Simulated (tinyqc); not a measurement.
G0W0 on RHF in the sto-6g basis, for H4, spin multiplicity 1, step by step. One step of it, computed by the program tinyqc.

Problem. Integrals over molecular orbitals. (pq|rs) = sum C_ip C_jq C_kr C_ls (ij|kl), one index at a time.

coefficients C:
```
            MO1        MO2        MO3        MO4
1H 1s  0.326260   0.451750   0.854410   0.859753
2H 1s  0.386888   0.397424  -0.707630  -1.094180
3H 1s  0.388141  -0.396067  -0.705714   1.096780
4H 1s  0.327603  -0.450635   0.853038  -0.862765
```

core Hamiltonian H = T + V (hartree):
```
           1H 1s      2H 1s      3H 1s      4H 1s
1H 1s  -1.555590  -1.288537  -0.225357  -0.063551
2H 1s  -1.288537  -1.762761  -0.667721  -0.225735
3H 1s  -0.225357  -0.667721  -1.763278  -1.290073
4H 1s  -0.063551  -0.225735  -1.290073  -1.556349
```

Two-electron integrals (ij|kl) in chemists' order, unique and non-zero (hartree):
```
(11|11) 0.774999   (21|11) 0.436458   (21|21) 0.288097   (22|11) 0.564736
(22|21) 0.436458   (22|22) 0.774999   (31|11) 0.047166   (31|21) 0.034477
(31|22) 0.059154   (31|31) 0.005381   (32|11) 0.119277   (32|21) 0.095910
(32|22) 0.182066   (32|31) 0.017513   (32|32) 0.061749   (33|11) 0.252674
(33|21) 0.200400   (33|22) 0.382898   (33|31) 0.047166   (33|32) 0.182066
(33|33) 0.774999   (41|11) 0.010873   (41|21) 0.008021   (41|22) 0.013926
(41|31) 0.001351   (41|32) 0.004540   (41|33) 0.013923   (41|41) 0.000359
(42|11) 0.031817   (42|21) 0.025192   (42|22) 0.047255   (42|31) 0.004892
(42|32) 0.017545   (42|33) 0.059255   (42|41) 0.001353   (42|42) 0.005399
(43|11) 0.140309   (43|21) 0.108261   (43|22) 0.200652   (43|31) 0.025177
(43|32) 0.096035   (43|33) 0.437024   (43|41) 0.008028   (43|42) 0.034573
(43|43) 0.288746   (44|11) 0.186171   (44|21) 0.140199   (44|22) 0.252793
(44|31) 0.031775   (44|32) 0.119348   (44|33) 0.565111   (44|41) 0.010873
(44|42) 0.047255   (44|43) 0.437024   (44|44) 0.774999
```

Give: one-electron integrals over orbitals h = C^T H C; Two-electron integrals over orbitals.

Solution.

one-electron integrals over orbitals h = C^T H C (hartree):
```
        1       2       3       4
1  -1.844   0.000   0.125   0.000
2   0.000  -1.714   0.000   0.117
3   0.125   0.000  -1.133   0.000
4   0.000   0.117   0.000  -0.828
```

Two-electron integrals over orbitals (pq|rs), unique and non-zero (hartree):
```
(11|11) 0.472       (21|11) -6.96e-04   (21|21) 0.205       (22|11) 0.463
(22|21) 5.97e-04    (22|22) 0.475       (31|11) -0.047      (31|21) -2.01e-04
(31|22) -4.08e-03   (31|31) 0.103       (32|11) -3.93e-04   (32|21) 0.070
(32|22) 1.79e-04    (32|31) 2.33e-04    (32|32) 0.099       (33|11) 0.461
(33|21) 4.36e-04    (33|22) 0.462       (33|31) -0.017      (33|32) 1.05e-04
(33|33) 0.482       (41|11) 2.25e-04    (41|21) -0.022      (41|22) -2.06e-05
(41|31) -2.87e-04   (41|32) 0.071       (41|33) 1.32e-05    (41|41) 0.085
(42|11) -0.058      (42|21) -1.67e-04   (42|22) -0.022      (42|31) 0.099
(42|32) 3.01e-04    (42|33) -0.020      (42|41) -2.31e-04   (42|42) 0.105
(43|11) -6.37e-04   (43|21) 0.196       (43|22) 6.21e-04    (43|31) -1.73e-04
(43|32) 0.071       (43|33) 4.88e-04    (43|41) -0.019      (43|42) -1.63e-04
(43|43) 0.209       (44|11) 0.494       (44|21) -5.19e-04   (44|22) 0.487
(44|31) -0.051      (44|32) -3.60e-04   (44|33) 0.499       (44|41) 2.14e-04
(44|42) -0.065      (44|43) -5.10e-04   (44|44) 0.546
```
